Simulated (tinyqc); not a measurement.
# Landau coefficients from the transition

Question. u = a0 (T - T0) P^2 + be P^4 + ga P^6 (P in uC/cm^2, E in kV/cm, u in mJ/cm^3). Above the transition chi = Cw/(T - T0) with Cw = 1/(2 eps0 a0); at TC = T0 + be^2/(4 a0 ga) the polarisation jumps by sqrt(-be/(2 ga)). Find a0, be and ga.

Values chosen for this exercise:
- T0 = 450 K (Curie-Weiss temperature)

Constants: eps0 = 8.8541878128e-14 F/cm where lengths are in cm. Results are converted to the units shown.

TC = 475.216706 K
jump of P at TC = 38.4900179 uC/cm^2
Curie constant = 1.20149901e5 K

Answer. The Curie constant gives a0. At TC both u = 0 and du/dP = 0, which give ga = al/P^4 and be = -2 al/P^2 with al = a0 (TC - T0).

a0 = 0.04700 kV cm/(uC K)
be = -0.001600 kV cm^5/uC^3
ga = 5.400e-7 kV cm^9/uC^5

Computed by the program tinyqc: `OMP_NUM_THREADS=1 python tinyqc.py 2860053 2860054 out.jsonl`, one thread of a shared Intel Xeon 2.30GHz, about 0.01 s for the whole run.
